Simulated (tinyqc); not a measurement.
Dopant redistribution at a moving silicon-oxide interface during parabolic oxidation: one step, computed by the program tinyqc.

Uniformly doped silicon is oxidised with x_ox = sqrt(B t); the interface advances into the silicon by alpha x_ox, alpha = 0.44. The dopant does not move in the oxide, and at the interface C(silicon) = m C(oxide).

Question. Profile below the interface. With the dopant diffusivity D and s = alpha x_ox/(2 sqrt(D t)), in the silicon C = C_B + (C_s - C_B) erfc(y/(2 sqrt(D t)))/erfc(s), y from the original surface. Dopant balance at the interface gives C_s/C_B = 1/[1 + (1/(m alpha) - 1) g], g = sqrt(pi) s exp(s^2) erfc(s). Depths z are counted from the present interface: y/(2 sqrt(D t)) = s + z/(2 sqrt(D t)); take z/(2 sqrt(D t)) = 0, 0.05, 0.1, 0.2, 0.3, 0.5, 0.75, 1, 1.5.

Inputs (values chosen for the exercise, modelled on boron in silicon under steam): temperature T = 1000 C.

diffusion length 2 sqrt(D t) = 0.4076490 um

ratio C_s/C_B = 0.1144672

s = 1.629019

Give: Profile.

Answer.

Profile:
```
z/(2 sqrt(D t)),z (um),C/C_B
0.00,0.0000,0.1145
0.05,0.0204,0.2672
0.10,0.0408,0.3963
0.20,0.0815,0.5958
0.30,0.1223,0.7343
0.50,0.2038,0.8914
0.75,0.3057,0.9680
1.00,0.4076,0.9916
1.50,0.6115,0.9996
```

Caution: parabolic growth needs an oxide much thicker than the Deal-Grove length A, which fails for thin films and low temperatures; oxidation-enhanced or retarded diffusion is ignored.
